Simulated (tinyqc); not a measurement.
Inside a calculation. Method: Pariser-Parr-Pople SCF with singles CI, for the molecule C=C(N)C(=C)C=O (SMILES; centres numbered as the heavy atoms are written). One step of it, computed by the program tinyqc.

Question. PPP integrals. Mataga-Nishimoto: gamma = 14.399645/(R + a), a = 2 x 14.399645/(gamma_rr + gamma_ss); H_rr = -W_r - sum_(s != r) z_s gamma_rs; H_rs = beta for bonds.

Centres (angstrom, eV; a flat drawing with bonds scaled to 1.40 angstrom):
```
centre          x          y  core charge z          W   gamma_rr
1C       1.408000   1.529000              1  11.160000  11.130000
2C       1.102000   0.163000              1  11.160000  11.130000
3N       2.131000  -0.786000              2  25.600000  16.800000
4C      -0.235000  -0.255000              1  11.160000  11.130000
5C      -0.541000  -1.621000              1  11.160000  11.130000
6C      -1.264000   0.694000              1  11.160000  11.130000
7O      -2.601000   0.276000              1  17.700000  15.200000
```

Resonance integrals (eV):
```
i  j       beta
1  2  -2.600000
2  3  -2.440000
2  4  -2.600000
4  5  -2.600000
4  6  -2.600000
6  7  -2.730000
```

Give: repulsion gamma_rs; core matrix H.

Answer.

repulsion gamma_rs (eV), order 1C, 2C, 3N, 4C, 5C, 6C, 7O:
```
[[11.1300, 5.3458, 4.1661, 3.8718, 2.8811, 3.5179, 2.7200],
 [5.3458, 11.1300, 5.9235, 5.3439, 3.8718, 3.8723, 3.0009],
 [4.1661, 5.9235, 16.8000, 4.1666, 3.7592, 3.0413, 2.5044],
 [3.8718, 5.3439, 4.1666, 11.1300, 5.3458, 5.3459, 4.0924],
 [2.8811, 3.8718, 3.7592, 5.3458, 11.1300, 3.8719, 3.6977],
 [3.5179, 3.8723, 3.0413, 5.3459, 3.8719, 11.1300, 5.7723],
 [2.7200, 3.0009, 2.5044, 4.0924, 3.6977, 5.7723, 15.2000]]
```

core matrix H (eV), order 1C, 2C, 3N, 4C, 5C, 6C, 7O:
```
[[-37.8289, -2.6000, 0.0000, 0.0000, 0.0000, 0.0000, 0.0000],
 [-2.6000, -44.4418, -2.4400, -2.6000, 0.0000, 0.0000, 0.0000],
 [0.0000, -2.4400, -49.1611, 0.0000, 0.0000, 0.0000, 0.0000],
 [0.0000, -2.6000, 0.0000, -43.4931, -2.6000, -2.6000, 0.0000],
 [0.0000, 0.0000, 0.0000, -2.6000, -38.3467, 0.0000, 0.0000],
 [0.0000, 0.0000, 0.0000, -2.6000, 0.0000, -39.6230, -2.7300],
 [0.0000, 0.0000, 0.0000, 0.0000, 0.0000, -2.7300, -41.9921]]
```
